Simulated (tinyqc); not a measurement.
What each parameter does: polytypes by hexagonality, and a cubic inclusion as a quantum well.

Gap: E3 + (E2 - E3) h. Valence top Ev2 h and polarisation P2 h, both counted from 3C; Ec = Ev + gap.

A cubic inclusion of width L = N d in the host (h = 1) is a well of depth V = Ec(host) - Ec(3C). Square well with mass mismatch: k tan(k L/2) = (m_w/m_b) q, k = sqrt(m_w E/c), q = sqrt(m_b (V - E)/c), c = hbar^2/2m0, lowest root. The depth of the level, V - E, is its binding, and the transition to the valence top of the host is gap(host) - (V - E). The step in polarisation gives a field |F| = |P|/(eps eps0) in a thin inclusion, eps0 = 8.8541878e-12 F/m.

Constants: hbar^2/2m0 = 3.80998211 eV angstrom^2.

Values chosen for the exercise (of the order of those of InAs; not measured data): E3 = 0.416 eV (gap of the cubic polytype); E2 = 0.456 eV (gap of 2H); Ev2 = 0.037 eV (valence top of 2H above that of 3C); P2 = 0.0016 C/m^2 (spontaneous polarisation of 2H); m = (0.026, 0.026) m0 (electron mass along c in the cubic layer and in the host); d = 3.506 angstrom (thickness of a double layer); eps = 15.1 (dielectric constant); N = 24 (double layers in the cubic inclusion).

Well depth, depth of the level, transition without the field and field.

One parameter was then changed.

Results before and after:

| case | V (eV) | depth (eV) | transition (eV) | \|F\| (MV/cm) |
|---|---|---|---|---|
| base | 0.0770 | 0.0337 | 0.4223 | 0.120 |
| changed | 0.1070 | 0.0546 | 0.4014 | 0.120 |

Which of these changes was made? (a) P2 = 0.0021 C/m^2; (b) Ev2 = 0.067 eV; (c) m = (0.031, 0.026) m0; (d) E2 = 0.486 eV; (e) E3 = 0.396 eV; (f) eps = 16.1; (g) N = 25.

Answer: (b) Ev2 = 0.067 eV. Of the candidates, run in turn, only this one gives the changed row.

All candidates:

| case | V (eV) | depth (eV) | transition (eV) | \|F\| (MV/cm) |
|---|---|---|---|---|
| base | 0.0770 | 0.0337 | 0.4223 | 0.120 |
| N = 25 | 0.0770 | 0.0351 | 0.4209 | 0.120 |
| Ev2 = 0.067 eV | 0.1070 | 0.0546 | 0.4014 | 0.120 |
| E3 = 0.396 eV | 0.0970 | 0.0474 | 0.4086 | 0.120 |
| E2 = 0.486 eV | 0.1070 | 0.0546 | 0.4314 | 0.120 |
| P2 = 0.0021 C/m^2 | 0.0770 | 0.0337 | 0.4223 | 0.157 |
| eps = 16.1 | 0.0770 | 0.0337 | 0.4223 | 0.112 |
| m = (0.031, 0.026) m0 | 0.0770 | 0.0347 | 0.4213 | 0.120 |

Program tinyqc; command `OMP_NUM_THREADS=1 python tinyqc.py 1881035 1881036 out.jsonl`; about 0.08 s on one thread of a shared Intel(R) Xeon(R) Processor @ 2.30GHz.
